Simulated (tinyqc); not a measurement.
Inside a calculation. Model: capacitance measurement on a leaky thin oxide: effects of series resistance and leakage.

Computed by the program tinyqc: `OMP_NUM_THREADS=1 python tinyqc.py 2022053 2022054 out.jsonl`, one thread of a shared Intel Xeon 2.30GHz, about 0.01 s for the whole run. Printed values are rounded.

The device is a capacitance C in parallel with a leakage conductance G, in series with Rs and Ls. An impedance meter reports either a parallel pair (Cp, Gp) from Y = 1/Z = Gp + i w Cp or a series pair (Cs, Rm) from Z = Rm + 1/(i w Cs); w = 2 pi f, dissipation D = Gp/(w |Cp|).

Parameters, values chosen for the exercise; values of the order met in thin-oxide MOS capacitors: relative permittivity of the gate insulator (close to silicon dioxide) eox = 3.9; insulator thickness tox = 1 nm; gate area A = 2500 um^2; oxide-equivalent thickness added by the accumulation layer zc = 0.38 nm; oxide-equivalent thickness added by gate depletion zp = 0 nm; gate leakage current density, not matched to the thickness Jg = 0.01 A/cm^2; voltage for an e-fold rise of the leakage Vs = 0.26 V; series resistance Rs = 350 ohm; series inductance Ls = 0 nH; measuring frequency f = 1e6 Hz.

Constants: eps0 = 8.8541878128e-14 F/cm where lengths are in cm. Results are converted to the units shown.

## True capacitance and conductance

EOT = 3.9 tox/eox; CET = EOT + zc + zp; C = 3.9 eps0 A/CET; G = Jg A/Vs.

EOT = 1 nm
CET = 1.38 nm
C = 62.5568 pF
G = 0.961538 uS

## What the meter reports

Z = Rs + i w Ls + 1/(G + i w C).

Z = 356.22-2544.15i ohm
Cp = 61.3543 pF
Gp = 53.9765 uS
Cs = 62.5571 pF
D = 0.140017

Cp is 1.9 % below C and Cs is within 0.01 % of it; G Rs = 3.37e-4, w C Rs = 0.138 and G/(w C) = 0.00245.
